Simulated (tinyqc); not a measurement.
Worked calculation: stress in a transistor channel from embedded alloy regions, liners and fins, by half-space elasticity. Computed by tinyqc, a small Python program that keeps every step. Command: `OMP_NUM_THREADS=1 python tinyqc.py 3014573 3014574 out.jsonl stressor walk`. One thread of a shared host (Intel(R) Xeon(R) Processor @ 2.30GHz), about 0.01 s of CPU time with the checks. Intermediate numbers are printed to about 5 digits and carried at full precision; extremes and crossings named in words are read from the listed rows.

Plane strain in an isotropic half-space, the same constants everywhere; x along the channel from its centre, y downwards from the free surface; stress is positive in tension.

Inputs (values chosen for the exercise, modelled on silicon):

| quantity | value | unit |
|---|---|---|
| alloy fraction x | 0.011 | - |
| lattice change per unit x, beta | -0.44 | - |
| Young's modulus E | 165 | GPa |
| Poisson ratio nu | 0.24 | - |
| channel length L | 42 | nm |
| length of each stressor S | 135 | nm |
| recess depth d | 50 | nm |
| depth of the field point y | 3 | nm |
| liner stress | 3.1 | GPa |
| liner thickness t | 20 | nm |
| length of a cut fin or stripe | 180 | nm |
| height of the strained layer h | 20 | nm |
| longitudinal piezoresistance coefficient | -30 | 1e-11/Pa |
| vertical piezoresistance coefficient | 54.3 | 1e-11/Pa |

Stressor: Si(1-x)C(x) source and drain.

## Misfit and the pressure on the side walls

Misfit e = beta x. A fully constrained inclusion holds the stress -p with p = E e/(1 - 2 nu); a blanket film would hold -E e/(1 - nu) in the plane.

misfit e = -0.00484

p = -1.5358 GPa

stress of a blanket film = 1.0508 GPa

## Stress at the centre of the channel

A line element dA of misfit at (a, c) in the half-space gives, with C = E e/(2 pi (1 - nu)), X = x - a, r1^2 = X^2 + (y - c)^2, r2^2 = X^2 + Y^2, Y = y + c: s_xx = -C dA {[X^2 - (y - c)^2]/r1^4 + 3 [X^2 - Y^2]/r2^4 + 4 y Y (Y^2 - 3 X^2)/r2^6}, s_yy = C dA {[X^2 - (y - c)^2]/r1^4 - [X^2 - Y^2]/r2^4 + 4 y Y (Y^2 - 3 X^2)/r2^6}. These are integrated over two rectangles, L/2 < |a| < L/2 + S, 0 < c < d (closed form in a, 200 Gauss-Legendre points in c).

s_xx = 994.56 MPa

s_yy = -2.6576e-04 MPa

s_xx over the blanket-film stress = 0.94649

The channel is stretched along its length; s_yy is 2.7e-7 of s_xx in size and vanishes at the surface.

## Closed form at the surface

At x = y = 0 the integral is s_xx = -(4/pi) [E e/(1 - nu)] [arctan(2 d/L) - arctan(d/(L/2 + S))].

s_xx at the surface = 1154.6 MPa

For fixed L and S it is largest at d = sqrt((L/2)(L/2 + S)) = 57.2 nm; d is short of that.

## A stressed liner, as two edge forces

The liner over source and drain ends at the gate, x = -/+ L/2, and pulls there with the force per width F = (liner stress) t along the surface. A tangential line force gives s_xx = (2 F/pi) X^3/(X^2 + y^2)^2 at the distance X; two of them add at the centre, X = L/2. For L > 3.5 y the concentrated force is an upper bound.

edge force F = 62 N/m

s_xx from the liner = 3610.2 MPa

Caution: the real force is spread over several liner thicknesses, so for a channel this short the concentrated force clearly overstates the stress.

## Mobility change, linear estimate

d mu/mu = -(pi_L s_xx + pi_z s_yy) for the embedded regions alone; the stress across the width is left out.

mobility change = 29.837 %

The vertical stress supplies 1.4e-5 of these points. Caution: beyond a few hundred MPa bulk piezoresistance coefficients no longer describe an inversion layer well.

## Relaxation at the ends of a cut stripe

Shear-lag estimate for a stripe of length l and height h on a like substrate: the stress along it is s(x)/s_film = 1 - cosh(x/lam)/cosh(l/(2 lam)), lam = (pi/2) g h with g = 1.258; mean = 1 - (2 lam/l) tanh(l/(2 lam)).

transfer length lam = 39.521 nm

share kept at the centre = 0.79701

share kept on average = 0.57002

The ends reach the centre.

## Along the channel and with depth

The formulas are those given above.

Stress (MPa):

| 2x/L | s_xx at y | s_yy at y | s_xx at d/2 | s_xx at 1.5 d |
|---|---|---|---|---|
| 0.0 | 994.56 | 0.000 | 359.88 | -118.34 |
| 0.2 | 989.52 | -0.359 | 364.70 | -120.17 |
| 0.4 | 970.74 | -1.918 | 379.72 | -125.58 |
| 0.6 | 922.72 | -7.975 | 405.85 | -134.33 |
| 0.8 | 798.52 | -48.602 | 442.47 | -145.81 |

Near the surface s_xx changes by -20 % from the centre to 2x/L = 0.8. At the centre, s_xx at half the recess depth is 0.36 of its value at y, and below the recess -0.12. An element acts with the sign of X^2 - (y - c)^2, so its direct term reverses where the offset in depth exceeds the lateral distance, and the image terms that amplify the stress near the surface fade with depth.

## Shrinking the pitch

L and S are scaled together at fixed d, then S alone, then L alone.

S_xx at the centre (MPa):

| scale | L and S scaled | S alone | L alone |
|---|---|---|---|
| 0.35 | 466.83 | 583.0 | 974.8 |
| 0.50 | 729.70 | 730.8 | 1036.5 |
| 0.70 | 905.23 | 866.3 | 1044.4 |
| 1.00 | 994.56 | 994.6 | 994.6 |
| 1.40 | 986.81 | 1095.3 | 894.2 |
| 2.00 | 896.18 | 1179.7 | 741.9 |
| 3.00 | 728.94 | 1250.7 | 541.6 |

Halving S alone keeps 0.73 of the stress, halving L alone gives 1.04, and halving both 0.73: a shorter channel brings the walls closer, a shorter stressor brings its far wall, which pulls the other way, closer too. Neighbouring devices are left out.

Checks made by the program: surface stress against its closed form; zero normal stress at the surface (relative difference below 1e-10).
